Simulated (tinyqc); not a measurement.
Minority carriers and saturation current of a heavily doped emitter: two steps of the calculation.

n-type, parabolic bands, full ionisation. eta = (EF - Ec)/kB T solves N = Nc F12(eta), F12(x) = (2/sqrt(pi)) int_0^infinity sqrt(u)/(1 + exp(u - x)) du. The gap shrinks rigidly by dEg = E1 [ln(N/N0) + sqrt(ln^2(N/N0) + 0.5)], an empirical law that is here taken as the true narrowing.

Parameters, values chosen for the exercise; band and dielectric values those of a made-up semiconductor: temperature T = 300 K; band gap Eg = 1.06 eV; conduction-band density of states at 300 K Nc = 2.84e19 cm^-3; valence-band density of states at 300 K Nv = 2.06e19 cm^-3; ionised donor density N = 5.4e18 cm^-3; energy of the narrowing law E1 = 8.3 meV; density of the narrowing law N0 = 1.3e17 cm^-3.

Constants: q = 1.602176634e-19 C, kB = 1.380649e-23 J/K, Vt = kB T/q. Results are converted to the units shown.

Problem 1. Fermi level. Newton step on ln F12(eta) = ln(N/Nc): eta(new) = eta - ln(Nc F12/N) F12/Fm, Fm(x) = dF12/dx = (1/sqrt(pi)) int_0^infinity u^(-1/2)/(1 + exp(u - x)) du.

eta at the start (Boltzmann value) = -1.66

Wanted: F12; Fm; eta after iteration 1.

Solution 1.

F12 = 0.1785
Fm = 0.1680
eta after iteration 1 = -1.593

Problem 2. Effective intrinsic density. ni = sqrt(Nc Nv) exp(-Eg/(2 Vt)), Eg in volts; degeneracy factor g = F12(eta) exp(-eta); nie^2 = ni^2 exp(dEg/kB T) g, p0 = nie^2/N; apparent narrowing dEg + kB T ln g.

converged eta = -1.5929432

Find: ni; dEg; g; apparent narrowing; nie; p0.

Solution 2.

ni = 3.0198e10 cm^-3
dEg = 62.414 meV
g = 0.93515
apparent narrowing = 60.680 meV
nie = 9.7651e10 cm^-3
p0 = 1765.9 cm^-3

Narrowing multiplies p0 by 11.2 and degeneracy by 0.935.

Range of the model: Band tails, non-parabolic bands and incomplete ionisation are left out.

tinyqc, about 0.01 s, one thread, Intel Xeon 2.30GHz (shared host): `OMP_NUM_THREADS=1 python tinyqc.py 2330162 2330163 out.jsonl`
